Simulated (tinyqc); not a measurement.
The pair band in time: hydrogenic impurity: series, fields, screening, photoionisation and donor-acceptor pairs. Computed by tinyqc, a small Python program. Command: `OMP_NUM_THREADS=1 python tinyqc.py 3018399 3018400 out.jsonl hydrogenic walk`. One thread of a shared host (Intel(R) Xeon(R) Processor @ 2.30GHz), about 0.01 s of CPU time with the checks.

One isotropic, parabolic band. Effective units: Ry* and a*, in which H = -nabla^2 - 2/r.

Inputs (values chosen for the exercise, modelled on InP):
```
quantity                   value   unit
electron mass m           0.0804    m_0
dielectric constant eps     12.4      -
donor density N          2.5e+16  cm^-3
gap E_g                      1.4     eV
acceptor depth E_A          40.9    meV
rate prefactor W_0       5.6e+08    1/s
```

Parts treated: screening and pairs.

Constants: Ry = 13.605693123 eV; a_0 = 0.529177210903 angstrom; h x 1 THz = 4.135667696 meV; e^2/(4 pi eps_0) = 14.39964548 eV angstrom.

Method:
- Ry* = Ry m/eps^2, a* = a_0 eps/m; level n is bound by Ry*/n^2; <r> = (3/2) a* in 1s; lines 1s -> np at Ry* (1 - 1/n^2); 1 THz = 4.135667696 meV.
- Wigner-Seitz radius r_s = (3/(4 pi N))^(1/3); Mott criterion N_c^(1/3) a* = 0.26; overlap of two 1s orbitals at distance d: S = exp(-x)(1 + x + x^2/3), x = d/a*, with d = N^(-1/3).
- No-phonon line h nu(r) = E_g - Ry* - E_A + e^2/(4 pi eps_0 eps r); rate W(r) = W_0 exp(-2 r/a*), the donor being the shallower centre; lifetime 1/W; zero field.
- At delay t after a pulse the emission comes mostly from pairs with W(r) t = 1, so r = (a*/2) ln(W_0 t).

a* = 81.6144 angstrom

Ry* = 7.11432 meV

r_s = 212.157 angstrom

Dominant pairs:
```
delay (s)  r (angstrom)  Coulomb term (meV)  photon energy (eV)
1.00e-06         258.23              4.4971              1.3565
1.00e-05         352.19              3.2973              1.3553
1.00e-04         446.15              2.6029              1.3546
1.00e-03         540.11              2.1500              1.3541
1.00e-02         634.07              1.8314              1.3538
1.00e-01         728.04              1.5951              1.3536
1.00e+00         822.00              1.4127              1.3534
```

What does the comparison show, and why?

Over six decades of delay the band moves down by 3.08 meV, since close pairs, which emit at higher energy, decay first; the shift per decade shrinks from 1.20 to 0.18 meV. At the donor density N = 2.5e+16 cm^-3 pairs as wide as in the last rows are rare, so those rows are formal.
